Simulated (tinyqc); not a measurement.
Bloch-Grueneisen resistivity of a metal: one step, computed by the program tinyqc.

Electrons scatter from a Debye spectrum of phonons (n = 5 for scattering within one band, n = 3 for scattering into a second, heavy band) and from static defects.

Problem. Scale of the phonon resistivity. rho_ph = (n - 1) rho_1 (T/Theta)^n J_n(Theta/T), with rho_1 = 2 pi lambda_tr k_B Theta/(hbar eps_0 w_p^2), the high-temperature line at T = Theta.

Inputs (values chosen for the exercise, modelled on gold): Debye temperature Theta = 187 K; transport coupling lambda_tr = 0.14; Drude plasma energy hbar w_p = 8.5 eV.

Addition: none.

Constants: k_B = 1.380649e-23 J/K; hbar = 1.054571817e-34 J s; eps_0 = 8.8541878128e-12 F/m; hbar = 6.582119569e-16 eV s.

Give: rho_1.

Solution.

rho_1 = 1.458 microohm cm
